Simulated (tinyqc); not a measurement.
# Atomic layer deposition: Langmuir saturation, growth per cycle and coating of deep features, step by step

A worked calculation. Computed by tinyqc, a small Python program that keeps every step. Command: `OMP_NUM_THREADS=1 python tinyqc.py 3027565 3027566 out.jsonl ald walk`. One thread of a shared host (Intel(R) Xeon(R) Processor @ 2.30GHz), about 0.02 s of CPU time with the checks. Intermediate numbers are printed to about 7 digits and carried at full precision; extremes and crossings named in words are read from the listed rows.

Precursor A sticks only on free sites, so a long enough pulse saturates; co-reactant B then frees the sites again.

Inputs (values chosen for the exercise, modelled on titanium nitride from the chloride and ammonia):
```
quantity                                  value      unit
precursor mass M                            190         u
site density q                                2    1/nm^2
growth per cycle at saturation G           0.36  angstrom
sticking probability beta on free sites  0.0072         -
precursor pressure p                        6.4        Pa
temperature T                               125         C
pulse time t                              0.051         s
co-reactant completion per pulse c_B        0.9         -
desorption energy E_d                      1.51        eV
purge time t_p                              5.1         s
aspect ratio a                               25         -
```

Feature: round hole.

Constants: u = 1.6605390666e-27 kg; k_B = 1.380649e-23 J/K; k_B = 8.617333262e-05 eV/K.

## Flux and saturation time

Wall flux F = p/sqrt(2 pi M k_B T); rate of filling k_a = beta F/q; desorption k_d = 1e13 exp(-E_d/(k_B T)) per second. 1/m^2 = 1e-18/nm^2. Temperatures in kelvin are T(C) + 273.15.

flux F = 61308.92 1/(nm^2 s)

k_a = 220.7121 1/s

k_d = 7.699050e-07 1/s

time to 99 % without desorption, ln(100)/k_a = 0.02086505 s

## The first four cycles

One cycle from coverage th0: pulse A gives th1 = th_s + (th0 - th_s) exp(-(k_a + k_d) t), th_s = k_a/(k_a + k_d); the purge leaves th2 = th1 exp(-k_d t_p); pulse B converts c_B th2 into film and leaves th3 = (1 - c_B) th2. Growth = G c_B th2. Start from th0 = 0.

Cycles:
```
cycle         th0        th1        th2         th3  growth (angstrom)
1      0.00000000  0.9999871  0.9999831  0.09999831          0.3239945
2      0.09999831  0.9999884  0.9999844  0.09999844          0.3239950
3      0.09999844  0.9999884  0.9999844  0.09999844          0.3239950
4      0.09999844  0.9999884  0.9999844  0.09999844          0.3239950
```

## Steady growth per cycle

The periodic state has th0 = th3: th0 = (1 - c_B) e_p th_s (1 - e_a)/(1 - (1 - c_B) e_p e_a), with e_a = exp(-(k_a + k_d) t), e_p = exp(-k_d t_p). Share of impinging molecules used = q (th1 - th0)/(F t).

coverage after pulse A = 0.9999884

growth per cycle = 0.3239950 angstrom

share of impinging molecules used = 5.756702e-04

The pulse is 11.26 filling times long: saturated.

## Exposure for a deep feature

Diffusion-limited filling (Gordon) of a round hole of diameter w: a saturation front at depth z needs dz/dt = D_K n/(z (4q/w)), with Knudsen D_K = w c/3 and F = n c/4; including the entrance and floor terms, t = (q/F)(1 + 19a/4 + 3a^2/2). Reaction-limited filling needs ln(100)/k_a at any depth, k_a = beta F/q. Flow is molecular. The front picture holds when the modulus a sqrt(beta) is well above 1. Depth reached by the given pulse: solve the same formula for a. Exposure = p x diffusion-limited time; 1 langmuir = 1.33322e-4 Pa s.

diffusion-limited time = 0.03448927 s

exposure = 1655.626 langmuir

modulus = 2.121320

aspect ratio reached by the front in time t = 30.72908

Diffusion needs 0.0345 s and reaction 0.0209 s: both matter. Caution: the modulus is not well above 1 or the Gordon time is under three times ln(100)/k_a, so there is no sharp front: the Gordon time is only a lower bound and the reaction time must be met as well.

## Coverage along the feature as the dose grows

Continuum model with steady gas transport: d2n/dz2 = 3 beta (1 - th) n/d_h^2 (d_h the hydraulic diameter, n = 1 at the mouth, no flux at the floor, 60 cells), d th/dt = beta F n (1 - th)/q; no desorption. Times are multiples of the larger of the Gordon time and ln(100)/k_a.

Coverage:
```
multiple       t (s)  top cell  quarter depth  half depth  three quarters  floor cell
0.05      0.00172446     0.309          0.146       0.063           0.029       0.020
0.10      0.00344893     0.523          0.280       0.129           0.062       0.043
0.20      0.00689785     0.774          0.504       0.264           0.134       0.096
0.40      0.01379571     0.949          0.791       0.525           0.309       0.233
0.60      0.02069356     0.989          0.923       0.735           0.508       0.411
0.80      0.02759142     0.998          0.975       0.875           0.703       0.613
1.00      0.03448927     0.999          0.993       0.952           0.860       0.803
1.30      0.04483605     1.000          0.999       0.993           0.975       0.962
```

At a multiple of 0.2 the coverage is 0.77 at the top and 0.10 at the floor. The coverage falls gradually with depth, without a sharp front. In the last row the floor reaches 0.962.

Checks made by the program: periodic state against 400 explicit cycles (relative difference below 1e-10).
